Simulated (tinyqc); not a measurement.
From results back to parameters: Franz-Keldysh effect at a direct gap. Four cases, with inputs chosen for the exercise.

Problem. In modulation spectra the extrema of the oscillations lie at E_n = Eg + th (3 pi (n - 1/2)/4)^(2/3) (the phase constant is taken as pi/2 here), with th = (c (e Fd)^2/mr)^(1/3), mr = me mhh/(me + mhh), c = hbar^2/2m0; 1 kV/cm = 1e-5 V/angstrom. Extrema n = 2 and n = 5 are given; Eg and the field are hidden.

Constants: hbar^2/2m0 = 3.80998211 eV angstrom^2.

Case 1.

Values chosen (out of a larger set: near those of InGaAs; not measured data): me = 0.0405 m0 (electron mass); mhh = 0.477 m0 (heavy-hole mass).

E_2 = 0.79508 eV
E_5 = 0.83514 eV

Case 2.

Values chosen (out of a larger set: near those of InP; not measured data): me = 0.0808 m0 (electron mass); mhh = 0.628 m0 (heavy-hole mass).

E_2 = 1.42100 eV
E_5 = 1.48580 eV

Case 3.

Values chosen (out of a larger set: near those of InP; not measured data): me = 0.0803 m0 (electron mass); mhh = 0.572 m0 (heavy-hole mass).

E_2 = 1.39881 eV
E_5 = 1.46773 eV

Case 4.

Values chosen (out of a larger set: near those of GaAs; not measured data): me = 0.0658 m0 (electron mass); mhh = 0.522 m0 (heavy-hole mass).

E_2 = 1.48935 eV
E_5 = 1.56426 eV

Find: th; Eg; Fd.

Solution. E_n is linear in (3 pi (n - 1/2)/4)^(2/3): the slope is th and the intercept Eg; then e Fd = sqrt(th^3 mr/c).

Case 1.

th = 15.98 meV
Eg = 0.758 eV
Fd = 20 kV/cm

Case 2.

th = 25.86 meV
Eg = 1.361 eV
Fd = 57 kV/cm

Case 3.

th = 27.50 meV
Eg = 1.335 eV
Fd = 62 kV/cm

Case 4.

th = 29.89 meV
Eg = 1.420 eV
Fd = 64 kV/cm

Computed by tinyqc, one run a case: `OMP_NUM_THREADS=1 python tinyqc.py N N+1 out.jsonl` with N = 1651876, 1652094, 1652115, 1652244; one thread of a shared Intel(R) Xeon(R) Processor @ 2.30GHz, about 0.01 s a run at most.
